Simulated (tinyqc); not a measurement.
Inside a calculation. Method: Hueckel theory of the pi electrons with the omega technique, for the molecule BC=C[CH2] (SMILES; centres numbered as the heavy atoms are written). One step of it, computed by the program tinyqc.

Problem. Omega technique, round 2. h_r = h_r(0) + omega q_r, omega = 1.4, with q_r = z_r - P_rr; 0.5 of the old diagonal is kept.

Hueckel matrix in units of beta (H = alpha + beta A), order 1B, 2C, 3C, 4C:
```
[[-1.000000, 0.700000, 0.000000, 0.000000],
 [0.700000, 0.000000, 1.000000, 0.000000],
 [0.000000, 1.000000, 0.000000, 1.000000],
 [0.000000, 0.000000, 1.000000, 0.000000]]
```

charge and bond-order matrix P, order 1B, 2C, 3C, 4C:
```
[[0.152517, 0.366525, 0.159811, -0.091100],
 [0.366525, 0.977106, 0.658467, 0.069885],
 [0.159811, 0.658467, 0.949575, 0.727719],
 [-0.091100, 0.069885, 0.727719, 0.920802]]
```

Centres:
```
centre  z_r, pi electrons of the neutral centre          h
1B                                            0  -1.000000
2C                                            1   0.000000
3C                                            1   0.000000
4C                                            1   0.000000
```

Give: matrix after round 2.

Solution.

matrix after round 2, order 1B, 2C, 3C, 4C:
```
[[-1.171, 0.700, 0.000, 0.000],
 [0.700, 0.021, 1.000, 0.000],
 [0.000, 1.000, 0.051, 1.000],
 [0.000, 0.000, 1.000, 0.099]]
```
